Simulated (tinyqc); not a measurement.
# Inputs raised by 2 %, one at a time

Model: Berg model of reactive sputtering of a nitride or oxide: poisoning, hysteresis and pumping speed. Computed by tinyqc, a small Python program. Command: `OMP_NUM_THREADS=1 python tinyqc.py 3013173 3013174 out.jsonl berg sens`. One thread of a shared host (Intel(R) Xeon(R) Processor @ 2.30GHz), about 0.07 s of CPU time with the checks.

A diatomic gas reacts with bare metal on the target and on the collecting surfaces; ions remove metal and compound from the target. theta_t and theta_c are the compound fractions.

Inputs (values chosen for the exercise, close to those used for silicon nitride):

| quantity | value | unit |
|---|---|---|
| ion current density J | 17 | mA/cm^2 |
| target area A_t | 63 | cm^2 |
| collecting area A_c | 6000 | cm^2 |
| metal yield Y_m | 0.61 | - |
| compound yield Y_c | 0.14 | - |
| sticking coefficient alpha | 0.72 | - |
| reactive atoms per metal atom z | 1.33 | - |
| gas mass M | 28 | u |
| pumping speed S | 87 | l/s |
| gas temperature T | 300 | K |
| reactive partial pressure P | 0.0098 | Pa |

Constants: e = 1.602176634e-19 C; u = 1.6605390666e-27 kg; k_B = 1.380649e-23 J/K.

Method:
- Ion flux j = J/e; gas flux F = P/sqrt(2 pi M k_B T). Target: (2/z) alpha F (1 - theta_t) = j Y_c theta_t. Sputtered flows F_c = j Y_c theta_t A_t, F_m = j Y_m (1 - theta_t) A_t. Collector: (2/z) alpha F (1 - theta_c) A_c + F_c (1 - theta_c) = F_m theta_c. Gas use Q = alpha F [(1 - theta_t) A_t + (1 - theta_c) A_c] + P S/(k_B T); 1 sccm = 4.4780e17 molecules/s. Rate R = F_m + F_c, given relative to j Y_m A_t.
- P is a single-valued function of the flow Q only if dQ/dP > 0 everywhere: S must exceed k_B T times the steepest fall of the surface terms with P.
- Turning points solve dQ/dP = 0; a jump keeps Q fixed; the width of the loop is the difference of the two turning flows.

Runs:

| input moved | from | to | total flow Q (sccm) | rate relative to clean metal | width of the loop (sccm) | pressure of the steepest fall (Pa) |
|---|---|---|---|---|---|---|
| base run | - | - | 3.3564 | 0.48185 | 1.3292 | 0.0026326 |
| ion current density J (mA/cm^2) | 17 | 17.34 | 3.4343 | 0.48522 | 1.3558 | 0.0026853 |
| target area A_t (cm^2) | 63 | 64.26 | 3.4139 | 0.48185 | 1.3601 | 0.0026554 |
| metal yield Y_m | 0.61 | 0.6222 | 3.3954 | 0.47882 | 1.3764 | 0.0026472 |
| compound yield Y_c | 0.14 | 0.1428 | 3.3948 | 0.48829 | 1.3085 | 0.0026707 |
| sticking coefficient alpha | 0.72 | 0.7344 | 3.3370 | 0.47850 | 1.3436 | 0.0025810 |
| pumping speed S (l/s) | 87 | 88.74 | 3.3656 | 0.48185 | 1.3147 | 0.0026326 |
| reactive partial pressure P (Pa) | 0.0098 | 0.009996 | 3.3462 | 0.47850 | 1.3292 | 0.0026326 |

Exponents ln(y'/y) / ln(x'/x):

| input | total flow Q | rate relative to clean metal | width of the loop | pressure of the steepest fall |
|---|---|---|---|---|
| ion current density J | 1.158 | 0.352 | 1.000 | 1.000 |
| target area A_t | 0.858 | 0.000 | 1.161 | 0.435 |
| metal yield Y_m | 0.583 | -0.318 | 1.764 | 0.278 |
| compound yield Y_c | 0.575 | 0.670 | -0.790 | 0.725 |
| sticking coefficient alpha | -0.294 | -0.352 | 0.543 | -1.000 |
| pumping speed S | 0.138 | 0.000 | -0.552 | 0.000 |
| reactive partial pressure P | -0.155 | -0.352 | 0.000 | 0.000 |

Among the inputs moved here: total flow Q answers most in size to ion current density J (exponent +1.158), next to target area A_t (+0.858). Rate relative to clean metal answers most in size to compound yield Y_c (exponent +0.670), next to ion current density J (+0.352); its exponent is below 0.0005 for target area A_t, pumping speed S. Its exponent 0.000 in pumping speed S: at fixed P the pump plays no part. Width of the loop answers most in size to metal yield Y_m (exponent +1.764), next to target area A_t (+1.161); its exponent is below 0.0005 for reactive partial pressure P. pressure of the steepest fall answers most in size to ion current density J (exponent +1.000), and about equally to sticking coefficient alpha (-1.000); its exponent is below 0.0005 for pumping speed S, reactive partial pressure P. Its exponent +1.000 in ion current density J: only the ratio of gas flux to ion flux matters. Its exponent -1.000 in sticking coefficient alpha: only alpha F enters the coverages.

Caution (all rows): here dQ/dP is negative, a branch that flow control cannot hold.
